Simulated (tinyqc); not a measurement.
Inside a calculation. Method: UKS/LDA (PW92) in the sto-3g basis, for H4+, spin multiplicity 2. Computed by tinyqc, a small Python program that keeps every step (integrals from PySCF). Settings: charge = 1, multiplicity = 2, basis = sto-3g, energy threshold = 1e-10, iteration cap = 75, orthogonalisation = symmetric, start = atomic densities, DIIS depth = 0, method = UKS, functional = lda,pw, grid = [30, 26]. Command: `OMP_NUM_THREADS=1 python tinyqc.py 26402 26403 out.jsonl` (the two numbers bound the seeds that draw the settings). One thread of a shared host (Intel(R) Xeon(R) Processor @ 2.60GHz), about 2 s of CPU time with the checks.

Geometry (angstrom):
```
atom       x       y       z
H     0.0000  0.0000  0.0000
H     0.0000  0.0000  1.6520
H     0.0000  0.0000  2.6540
H     0.0000  0.0000  4.3060
```

Stop when the energy changes by less than 1e-10 hartree and every element of the error matrix X^T (F D S - S D F) X (for each spin) is below 3e-06.

Course of the cycle:
```
iteration  E (hartree)     change  largest element of the error matrix
1            -1.377005          -                             2.09e-02
2            -1.642368  -2.65e-01                             8.15e-02
3            -1.614831   2.75e-02                             9.37e-02
4            -1.638949  -2.41e-02                             8.09e-02
5            -1.607432   3.15e-02                             1.00e-01
6            -1.636127  -2.87e-02                             8.40e-02
7            -1.601954   3.42e-02                             1.04e-01
8            -1.633591  -3.16e-02                             8.71e-02
9            -1.596665   3.69e-02                             1.07e-01
10           -1.631095  -3.44e-02                             9.00e-02
11           -1.591399   3.97e-02                             1.10e-01
12           -1.628594  -3.72e-02                             9.28e-02
13           -1.586081   4.25e-02                             1.13e-01
14           -1.626051  -4.00e-02                             9.56e-02
...                ...        ...                                  ...
62           -1.135868   2.44e-15                             3.21e-01
63           -1.135868  -3.11e-15                             3.21e-01
64           -1.135868   3.55e-15                             3.21e-01
65           -1.135868  -2.89e-15                             3.21e-01
66           -1.135868   3.11e-15                             3.21e-01
67           -1.135868  -3.77e-15                             3.21e-01
68           -1.135868   3.55e-15                             3.21e-01
69           -1.135868  -3.77e-15                             3.21e-01
70           -1.135868   2.44e-15                             3.21e-01
71           -1.135868  -4.44e-16                             3.21e-01
72           -1.135868   1.55e-15                             3.21e-01
73           -1.135868  -4.22e-15                             3.21e-01
74           -1.135868   4.88e-15                             3.21e-01
75           -1.135868  -4.44e-15                             3.21e-01
```

Can the last value be used, and what does the course show?

Not by the stop rule, although the second column moves by less than 1e-07 over the last three steps. Not converged within the cap of 75 iterations: the residual has stopped falling. Reruns (cap 100 unless said): DIIS 8: converged in 13; damping 0.5: converged in 33; level shift 0.5: converged in 32; atomic densities as start, DIIS 8: converged in 13; the original settings with a cap of 400: not converged. PySCF UKS in the same basis, fine grid, after a stability check = -1.674664 hartree, which differs from a converged run on this coarse grid by the grid error.
